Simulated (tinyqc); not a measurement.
# Ground and coupling capacitance from two measurements

Problem. A line has Cg to the planes and Cc to each of two neighbours. Find Cg, Cc, the load when both neighbours switch in antiphase, and the pulse on the line when it floats and both neighbours swing by Vx.

Inputs (values chosen for the exercise): swing Vx = 0.7 V.

capacitance with neighbours driven alike and with neighbours grounded (aF/um): [97, 279]

Solution. Driven alike, Cc carries no charge, which leaves Cg; grounded neighbours give Cg + 2 Cc, antiphase Cg + 4 Cc; a floating line divides the swing as 2 Cc/(Cg + 2 Cc).

Cg = 97.00 aF/um
Cc = 91.00 aF/um
load in antiphase = 461.0 aF/um
pulse = 0.4566 V

tinyqc, about 1 s, one thread, Intel Xeon 2.30GHz (shared host): `OMP_NUM_THREADS=1 python tinyqc.py 2790124 2790125 out.jsonl`
